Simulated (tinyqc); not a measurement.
Input admittance of a MOSFET at zero drain bias: distributed channel and distributed gate: one step of the calculation.

Source and drain grounded, strong inversion, w = 2 pi f, Cox = eps0 eox/tox. The channel is an RC line of resistance 1/(mu Cox Vo) per square fed from both ends, so one finger has the intrinsic admittance y = i w Cox L tanh(g)/g per width, g = (1/2) sqrt(i w tau), tau = L^2/(mu Vo). The vertical resistance rv/L is in series with y, the overlaps 2 i w Cov in parallel: y_t = 1/(1/y + rv/L) + 2 i w Cov. The gate strip is a line of Rsh/L per length loaded by y_t, so a finger has Y = y_t Wf tanh(k)/k, k = (Wf/sd) sqrt(y_t Rsh/L); the device has Nf Y.

Question. Low-frequency resistances and capacitance. Low-frequency limits, with c = Cox L and ct = c + 2 Cov: R_strip = Rsh Wf/(3 sd^2 L Nf), R_ch = (c/ct)^2 L/(12 mu Cox Vo Wf Nf), R_vert = (c/ct)^2 rv/(L Wf Nf), C = ct Wf Nf.

Inputs (values chosen for the exercise); values of the order met in silicon radio-frequency transistors:

| symbol | value | unit | meaning |
|---|---|---|---|
| eox | 3.9 |  | relative permittivity of the gate insulator (close to silicon dioxide) |
| tox | 2 | nm | insulator thickness |
| L | 0.49 | um | channel length |
| Wf | 17 | um | finger width |
| Nf | 16 |  | number of fingers |
| mu | 290 | cm^2/(V s) | channel mobility |
| Vo | 0.38 | V | gate overdrive |
| Rsh | 6.9 | ohm/square | sheet resistance of the gate |
| rv | 0 | ohm um^2 | vertical resistivity of the gate stack |
| sd | 1 |  | number of ends at which a finger is contacted |
| Cov | 0.38 | fF/um | overlap and fringe capacitance on each side |

Constants: eps0 = 8.8541878128e-14 F/cm where lengths are in cm. Results are converted to the units shown.

Give: parts; sum; C; 1/(2 pi R C).

Answer.

parts (ohm): strip 4.9872, channel 0.66430, vertical 0
sum = 5.6515 ohm
C = 2507.9 fF
1/(2 pi R C) = 11.229 GHz

The strip term is the largest, 88.2 % of the sum.

Computed by the program tinyqc: `OMP_NUM_THREADS=1 python tinyqc.py 2262043 2262044 out.jsonl`, one thread of a shared Intel Xeon 2.30GHz, about 0.01 s for the whole run.
